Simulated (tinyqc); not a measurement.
From results to parameters: diatomic chain. Computed by the program tinyqc.

Problem. A chain of two alternating masses has one spring constant k; at the zone edge omega^2 = 2k/M and 2k/m, and wavenumber = 521.4708 sqrt(omega^2) with omega^2 in eV/(angstrom^2 u). Find k, the heavier mass and the optical wavenumber at q = 0.

wavenumbers at the zone edge (cm^-1): 153.122041  318.166756
lighter mass = 27.400000 u

Solution. The upper value gives k = m omega^2/2, the ratio of the squares gives M/m, and at q = 0 omega^2 = 2k (1/m + 1/M), the sum of the two.

k = 5.100 eV/angstrom^2
heavier mass = 118.300 u
optical wavenumber at q = 0 = 353.096 cm^-1
